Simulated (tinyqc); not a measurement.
Lifetime against injection: Shockley-Read-Hall recombination through one deep level.

One level at Et with degeneracy 1: tn = 1/(sn vth Nt), tp = 1/(sp_ vth Nt), n1 = Nc exp((Et - Eg)/kT), p1 = Nv exp(-Et/kT), ni^2 = n1 p1. Equilibrium p0 = Nm, n0 = ni^2/Nm; n = n0 + dn, p = p0 + dn. U = (n p - ni^2)/(tp (n + n1) + tn (p + p1)), lifetime dn/U; emission rates en = sn vth n1, ep = sp_ vth p1.

Constants: kB = 8.617333262e-05 eV/K.

Inputs chosen for the exercise (gap and densities of states near those of SiC at this temperature; the results hold for these values, not for the real material):

| symbol | value | unit | meaning |
|---|---|---|---|
| Eg | 3.241 | eV | gap |
| Nc | 3.18e+19 | 1/cm^3 | conduction-band density of states |
| Nv | 5.57e+19 | 1/cm^3 | valence-band density of states |
| T | 450 | K |  |
| Et | 1.497 | eV | recombination level above Ev |
| Nt | 5.8e+15 | 1/cm^3 | defects |
| sn | 5.8e-15 | cm^2 | electron capture cross-section |
| sp_ | 6e-16 | cm^2 | hole capture cross-section |
| vth | 15000000 | cm/s | thermal velocity, both carriers |
| Nm | 5.8e+16 | 1/cm^3 | equilibrium holes for the lifetime steps |

Recombination:

| dn (1/cm^3) | lifetime (microsecond) | U (1/(cm^3 s)) |
|---|---|---|
| 1.0e+11 | 0.001982 | 5.05e+19 |
| 1.0e+12 | 0.001982 | 5.05e+20 |
| 1.0e+13 | 0.001985 | 5.04e+21 |
| 1.0e+14 | 0.002015 | 4.96e+22 |
| 1.0e+16 | 0.004799 | 2.08e+24 |
| 1.0e+17 | 0.01411 | 7.09e+24 |
| 1.0e+18 | 0.02009 | 4.98e+25 |

Give the missing row, dn (1/cm^3) = 1.0e+15.

Computed row:
```
dn (1/cm^3)  lifetime (microsecond)  U (1/(cm^3 s))
1.0e+15                    0.002306        4.34e+23
```

The lifetime rises from 0.001982 to 0.02009 microsecond; tn + tp = 0.02114. At low injection it is tn (1 + p1/p0) + tp n1/p0 with n1/Nm = 1.6e-17 and p1/Nm = 1.6e-14: re-emission is negligible, so minority capture alone counts. Auger and radiative paths are left out; they cut in at the highest injections, and in a doped direct-gap crystal the radiative one counts at all injections. dn = dp neglects trapped charge, which matters where the traps hold a charge comparable with dn, at low injection and with very unequal cross sections.

Run: tinyqc, `OMP_NUM_THREADS=1 python tinyqc.py 1650429 1650430 out.jsonl`; Intel(R) Xeon(R) Processor @ 2.30GHz, one thread, shared host; about 0.01 s of CPU time with all checks.
